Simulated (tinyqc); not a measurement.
Band-to-band tunnelling across a p-n junction in a two-band chain: one step. Self-energies of the two sides. Three cases, with inputs chosen for the exercise.

Task: Form cos(k a) and S for each side.

Sites alternate A at -Eg/2 and C at +Eg/2 with hopping -t; near the edges, with k counted from the zone boundary pi/a, E^2 = (Eg/2)^2 + (t a k)^2, so t = sqrt(c Eg/m)/a gives the mass m, c = hbar^2/2m0. In the gap cosh(q a) = 1 + (Eg^2/4 - e^2)/(2 t^2), e the energy from the local mid-gap. The potential is V0 = Eg + ov on the p side (left), 0 on the n side, and falls linearly over the 2N sites of the junction, V_j = V0 (1 - j/(2N + 1)), j = 1 to 2N, site 1 being A. E = Eg/2 + x ov. A half chain that ends on a site of level e1 with neighbour e2 has g = (1 + z)/(E - e1), z = exp(-/+ i k a) the root with Im g < 0, cos(k a) = (E - e1)(E - e2)/(2 t^2) - 1. S_L = t^2 g (ending on C, shifted by V0), S_R = t^2 g (starting on A). T = 4 Im(S_L) Im(S_R) |G_(1,2N)|^2.

Case 1.

Values chosen (out of a larger set: gap and mass near those of Ge (direct gap); not measured data): Eg = 0.797 eV (gap).

t = 1.461305 eV
V0 = 1.227000 eV
E = 0.630700 eV

Case 2.

Values chosen (out of a larger set: gap and mass near those of GaAs; not measured data): Eg = 1.437 eV (gap).

t = 1.761236 eV
V0 = 1.667000 eV
E = 0.886400 eV

Case 3.

Values chosen (out of a larger set: gap and mass near those of InGaAs; not measured data): Eg = 0.782 eV (gap).

t = 1.431274 eV
V0 = 1.232000 eV
E = 0.602500 eV

Give: cos(k a); S_L, S_R.

Result:

Case 1.

cos(k a): left -0.953927, right -0.944044

S_L, S_R (eV): -0.09890-0.64406i  0.11610-0.68432i

Case 2.

cos(k a): left -0.984994, right -0.956566

S_L, S_R (eV): -0.03105-0.35712i  0.08395-0.56344i

Case 3.

cos(k a): left -0.940595, right -0.948714

S_L, S_R (eV): -0.11925-0.68157i  0.10575-0.65186i

Computed by tinyqc, one run a case: `OMP_NUM_THREADS=1 python tinyqc.py N N+1 out.jsonl` with N = 1451153, 1451897, 1452153; one thread of a shared Intel(R) Xeon(R) Processor @ 2.30GHz, about 0.01 s a run at most.
